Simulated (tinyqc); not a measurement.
# Random telegraph noise from one oxide trap in a small MOSFET: time constants and noise against gate voltage

An acceptor-like trap exchanges electrons with the channel. Inversion charge Q = Cox u, u = n Vt W0(exp((Vg - VT)/(n Vt))), W0 the Lambert function, n = nf, Cox = eps0 eox/tox; linear regime Id = (W/L) mu Q Vd. Relative to threshold the surface potential rises by Vt ln(u/u0) and the oxide voltage by the rest of Vg - VT, with u0 = n Vt W0(1).

N = Cox u/q; dpsi = Vt ln(u/u0); E = E0 - dpsi - (xt/tox)(Vg - VT - dpsi); capture time tc = 1/[(N/zi) vth s0 exp(-xt/lt - EB/Vt)]; emission time te = tc exp(-E/Vt); occupancy te/(tc + te). A = W L; threshold step dV = q (1 - xt/tox)/(Cox A); gm/Id = 1/(u + n Vt); relative step dI/I = (gm/Id) dV + asc mu/A. fc = (1/tc + 1/te)/(2 pi); rms = (dI/I) sqrt(tc te)/(tc + te).

Inputs (values chosen for the exercise); values of the order met in silicon transistors: temperature T = 300 K; relative permittivity of the gate insulator (close to silicon dioxide) eox = 3.9; insulator thickness tox = 2 nm; depth of the trap from the channel interface xt = 0.64 nm; trap level above the channel Fermi level at threshold E0 = 0.05 eV; capture prefactor s0 = 2e-16 cm^2; capture barrier (lattice relaxation) EB = 0.53 eV; tunnelling decay length lt = 0.18 nm; thermal velocity vth = 1.2e7 cm/s; thickness of the inversion layer zi = 1.7 nm; threshold voltage VT = 0.45 V; body factor nf = 1.37; gate width W = 170 nm; gate length L = 67 nm; mobility mu = 140 cm^2/(V s); scattering coefficient of the charged trap asc = 0 V s; drain voltage Vd = 0.1 V.

Constants: q = 1.602176634e-19 C, kB = 1.380649e-23 J/K, Vt = kB T/q, eps0 = 8.8541878128e-14 F/cm where lengths are in cm. Results are converted to the units shown.

Results:
```
Vg (V)	E (eV)	tc (s)	te (s)	occupancy	dI/I (%)	fc (Hz)	rms dI/I (%)
0.3	0.1627	364.6	0.6731	0.001842	1.542	0.2369	0.06614
0.36	0.1148	71.07	0.8382	0.01166	1.458	0.1921	0.1564
0.42	0.07003	16.61	1.106	0.06245	1.191	0.1535	0.2882
0.48	0.03180	5.626	1.644	0.2262	0.8126	0.1251	0.3399
0.54	-4.904e-5	2.739	2.745	0.5005	0.5395	0.1161	0.2697
0.6	-0.02788	1.677	4.930	0.7462	0.3812	0.1272	0.1659
0.66	-0.05337	1.172	9.239	0.8874	0.2876	0.1530	0.09091
0.78	-0.1006	0.7103	34.76	0.9800	0.1879	0.2286	0.02632
```

Estimate the missing row, Vg = 0.72 V.

Computed row:
```
Vg (V)	E (eV)	tc (s)	te (s)	occupancy	dI/I (%)	fc (Hz)	rms dI/I (%)
0.72	-0.07744	0.8886	17.77	0.9524	0.2282	0.1881	0.04859
```

With this row back in the table: tc falls from 365 to 0.710 s as the channel fills and te rises from 0.673 to 34.8 s; they are equal at Vg = 0.540 V, where E = 0. The rms noise goes from 0.0661 through a maximum of 0.340 (at Vg = 0.48 V among the rows listed) to 0.0263 %. The slope -Vt d ln(tc/te)/dVg is 0.799 between the first two rows and 0.386 between the last two; it tends to xt/tox = 0.320 only when the surface potential stops moving.

Range of the model: VT is taken as given; short-channel effects and the uneven flow of current among few electrons are left out.

Program tinyqc, `OMP_NUM_THREADS=1 python tinyqc.py 2710110 2710111 out.jsonl`; Intel Xeon 2.30GHz, shared host, one thread, about 0.01 s.
